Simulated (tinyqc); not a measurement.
p-i-n junction, non-linear Poisson equation by Newton steps: one step of the calculation.

One dimension, p side on the left, n side on the right; net doping C = -Na for x < 0, 0 for 0 < x < Li and +Nd beyond. The potential psi is counted from the intrinsic level, and the quasi-Fermi potentials are flat: 0 for holes and -V for electrons, so n = ni exp((psi + V)/Vt) and p = ni exp(-psi/Vt) (Boltzmann statistics, full ionisation, no current).

Problem. Converged densities, field and charge. n and p as above; field E_i = -(psi_(i+1) - psi_i)/h_i on each interval; charge on either side of the peak Q = eps0 eps_r |E|max (Gauss).

Parameters, values chosen for the exercise; band and dielectric values close to those of cadmium telluride:
```
symbol,value,unit,meaning
T,293,K,temperature
eps_r,10.2,,relative permittivity
V,-0.5,V,bias of the p side against the n side
```

Constants: q = 1.602176634e-19 C, kB = 1.380649e-23 J/K, Vt = kB T/q, eps0 = 8.8541878128e-14 F/cm where lengths are in cm. Results are converted to the units shown.

| node | x (nm) | converged psi (V) | net doping C (cm^-3) |
|---|---|---|---|
| 0 | -490 | -0.6243347 | -3.1e16 |
| 1 | -326 | -0.6243175 | -3.1e16 |
| 2 | -207 | -0.6236748 | -3.1e16 |
| 3 | -122 | -0.6109147 | -3.1e16 |
| 4 | -60.4 | -0.4992898 | -3.1e16 |
| 5 | -16 | -0.2903330 | -3.1e16 |
| 6 | 16 | -0.0725078 | 0 |
| 7 | 52.4 | 0.1752684 | 0 |
| 8 | 93.8 | 0.4570798 | 0 |
| 9 | 141 | 0.7783720 | 0 |
| 10 | 194 | 1.1391452 | 1.2e17 |
| 11 | 255 | 1.1579550 | 1.2e17 |
| 12 | 324 | 1.1585091 | 1.2e17 |

ni = 5.6549001e5 cm^-3

Find: n; p; field E; peak |E|; charge Q.

Solution.

| node | n (cm^-3) | p (cm^-3) |
|---|---|---|
| 0 | 2.589e-14 | 3.100e16 |
| 1 | 2.591e-14 | 3.098e16 |
| 2 | 2.658e-14 | 3.020e16 |
| 3 | 4.406e-14 | 1.822e16 |
| 4 | 3.665e-12 | 2.190e14 |
| 5 | 1.440e-8 | 5.576e10 |
| 6 | 8.034e-5 | 9.991e6 |
| 7 | 1.468 | 546.6 |
| 8 | 1.033e5 | 0.007769 |
| 9 | 3.472e10 | 2.312e-8 |
| 10 | 5.573e16 | 1.440e-14 |
| 11 | 1.174e17 | 6.837e-15 |
| 12 | 1.200e17 | 6.689e-15 |

| interval | field E (kV/cm) |
|---|---|
| 0 | 0.00 |
| 1 | -0.05 |
| 2 | -1.50 |
| 3 | -18.12 |
| 4 | -47.06 |
| 5 | -68.07 |
| 6 | -68.07 |
| 7 | -68.07 |
| 8 | -68.07 |
| 9 | -68.07 |
| 10 | -3.08 |
| 11 | -0.08 |

peak |E| = 68.07 kV/cm
charge Q = 61.48 nC/cm^2

Computed by the program tinyqc: `OMP_NUM_THREADS=1 python tinyqc.py 2000088 2000089 out.jsonl`, one thread of a shared Intel Xeon 2.30GHz, about 0.07 s for the whole run.
